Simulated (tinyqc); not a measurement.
Strain, valley repopulation and piezoresistance in a many-valley conduction band: one step, computed by the program tinyqc. Command: `OMP_NUM_THREADS=1 python tinyqc.py 3003298 3003299 out.jsonl valleys walk`. One thread of a shared host (Intel(R) Xeon(R) Processor @ 2.30GHz), about 0.02 s of CPU time with the checks.

Valleys are ellipsoids with mass m_l along the axis a and m_t across it, parabolic, with one constant relaxation time; strain shifts the valleys and leaves the masses alone. Currents are taken along [100], in the plane, and along [001], across the plane.

Task: Mobility tensor and resistance change. Mobility tensor mu = e tau sum_v (n_v/n) [1/m_t + (1/m_l - 1/m_t) a a^T]; unstrained mu_0 = e tau (1/m_l + 2/m_t)/3; resistivity along d from the inverse tensor, rho_d = d.mu^-1.d/(n e), mobility along d = 1/(d.mu^-1.d); gauge pi_d = (rho_d/rho_0 - 1)/X.

Inputs (values chosen for the exercise, modelled on silicon):

| quantity | value | unit |
|---|---|---|
| longitudinal mass m_l | 0.907 | m_0 |
| transverse mass m_t | 0.194 | m_0 |
| relaxation time tau | 150 | fs |
| temperature T | 300 | K |

Valley axes: <100> (6 valleys in 3 pairs). Load: biaxial in the (001) plane.

share of the electrons (per pair): x 0.0013163, y 0.0013163, z 0.9973675

Constants: e = 1.602176634e-19 C; m_0 = 9.1093837015e-31 kg.

Give: mobility tensor; unstrained mobility mu_0; mobility along the first direction; mobility along the second direction; resistance change along the first direction; resistance change along the second direction.

Result:

mobility tensor (cm^2/(V s)):
```
      x     y    z
x  1359     0    0
y     0  1359    0
z     0     0  294
```

unstrained mobility mu_0 = 1004 cm^2/(V s)

mobility along the first direction = 1359 cm^2/(V s)

mobility along the second direction = 293.7 cm^2/(V s)

resistance change along the first direction = -26.13 %

resistance change along the second direction = 241.7 %

The mobility lies between e tau/m_l = 291 and e tau/m_t = 1360; the trace stays at 3 mu_0. Along the first direction the filled valleys present more of their light mass. Caution: strain near 1 % also warps the bands and changes masses and intervalley scattering, which this model leaves out.
